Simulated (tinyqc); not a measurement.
# Fermi velocity from one capacitance

Inverse problem. At zero temperature and without traps graphene has Cq = 2 q^3 phi/(pi hbar^2 vF^2), charge Cq phi/2, 1/C_G = 1/Cox + 1/Cq and Vg = phi + Cq phi/(2 Cox). Find Cq, phi, vF and n.

Constants: q = 1.602176634e-19 C, hbar = 1.054571817e-34 J s. Results are converted to the units shown.

Vg = 1.2924416 V
C_G = 0.67106068 uF/cm^2
Cox = 0.75555736 uF/cm^2

Answer. The series relation gives Cq, the voltage relation phi = Vg/(1 + Cq/(2 Cox)), and the formula for Cq then vF.

Cq = 6.001 uF/cm^2
phi = 0.2600 V
vF = 1.010e6 m/s
n = 4.869e12 cm^-2

tinyqc, about 0.01 s, one thread, Intel Xeon 2.30GHz (shared host): `OMP_NUM_THREADS=1 python tinyqc.py 2200149 2200150 out.jsonl`
